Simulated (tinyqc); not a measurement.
# Trap density from one capacitance

Problem. Traps spread evenly through the insulator exchange electrons with the semiconductor by tunnelling, with tau(x) = t0 exp(2 ka x) at depth x from the interface. The admittance per area Y seen at depth x obeys dY/dx = -Y^2/(i w eps0 eox) + q Nb ln(1 + i w tau)/tau, with Y(0) = i w Cs and w = 2 pi f; the gate sees Y(tox) = G + i w C. Working variable y = Y/(i w), in uF/cm^2. Cox = eps0 eox/tox. Find Nb and G/w.

Values chosen for this exercise:
```
symbol,value,unit,meaning
eox,18.2,,relative permittivity of the insulator
tox,4.4,nm,insulator thickness
Cs,7.7,uF/cm^2,semiconductor capacitance in accumulation
ka,5.6,1/nm,decay constant of the wave function in the insulator
t0,2e-10,s,time constant of a trap at the interface
f,100,Hz,frequency
```

Constants: q = 1.602176634e-19 C, eps0 = 8.8541878128e-14 F/cm where lengths are in cm. Results are converted to the units shown.

C = 2.6341333 uF/cm^2

Answer. C rises steadily with Nb, so one density matches; in practice ka and t0 must come from the frequency dependence.

Nb = 3.40e19 cm^-3 eV^-1
G/w = 0.0213 uF/cm^2

Numbers from tinyqc (`OMP_NUM_THREADS=1 python tinyqc.py 2202180 2202181 out.jsonl`; about 0.4 s on one thread of a shared Intel Xeon 2.30GHz).
